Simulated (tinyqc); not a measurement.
Rapid thermal processing of a wafer: radiative balance, ramp and cooling, pattern effects, pyrometer error and spike budget. Changing the period of the pattern. Computed by tinyqc, a small Python program. Command: `OMP_NUM_THREADS=1 python tinyqc.py 3110072 3110073 out.jsonl rtp sweep`. One thread of a shared host (Intel(R) Xeon(R) Processor @ 2.30GHz), about 0.06 s of CPU time with the checks.

The wafer is opaque and uniform through its thickness unless said otherwise; temperatures in formulas are in kelvin (C + 273.15). sigma = 5.670374419e-12 W/(cm^2 K^4).

Inputs (values chosen for the exercise, modelled on a hot silicon wafer):
```
quantity                                              value         unit
wafer thickness d                                       525   micrometre
heat capacity per volume C                             2.12   J/(cm^3 K)
thermal conductivity k                                 0.27     W/(cm K)
emissivity eps of each face                            0.56            -
reflectivity of the chamber walls r                    0.25            -
gas heat-transfer coefficient h, both faces together    1.3  mW/(cm^2 K)
wall temperature T_w                                    350            K
process temperature                                     841            C
ramp rate                                                78          K/s
relative change of absorptivity over a pattern          5.9            %
activation energy of the process E_a                   3.46           eV
```

Constants: k_B = 8.617333262e-05 eV/K.

Method:
- Effective emissivity between parallel grey plates: eps_eff = 1/(1/eps + 1/(1 - r) - 1). Loss per area q(T) = 2 eps_eff sigma (T^4 - T_w^4) + h (T - T_w).
- Absorbed power during a ramp = q(T) + C d x ramp rate; thermal time constant tau = C d/(dq/dT), dq/dT = 8 eps_eff sigma T^3 + h; natural cooling rate q/(C d); front-to-back difference under one-sided heating at the end of the ramp = (absorbed power) d/(2 k).
- At steady state a sinusoidal change of absorbed power of relative amplitude a and period p gives the temperature amplitude a q/(dq/dT + k d (2 pi/p)^2); healing length l = sqrt(k d/(dq/dT)); process change = E_a dT/(k_B T^2). Emissivity is taken as unchanged.

One run for each value:
```
period of the pattern (mm)  amplitude (K)  change of the process rate (%)
0.3                            8.6910e-04                      2.8112e-03
0.71                           4.8668e-03                      1.5742e-02
1.7                            2.7865e-02                      9.0130e-02
4                              1.5316e-01                      4.9541e-01
9.5                            8.3018e-01                      2.6853e+00
22                             3.6882e+00                      1.1930e+01
53                             1.0632e+01                      3.4391e+01
130                            1.5793e+01                      5.1085e+01
300                            1.7141e+01                      5.5443e+01
```

Over the rows, amplitude (K) rises from 8.69e-4 to 17.1 (exponent d ln y / d ln x 2.0 between the first rows and 0.098 between the last); change of the process rate (%) rises from 0.00281 to 55.4 (exponent d ln y / d ln x 2.0 between the first rows and 0.098 between the last). At the low end the exponent of amplitude is 2.00, close to 2: conduction smooths short periods.
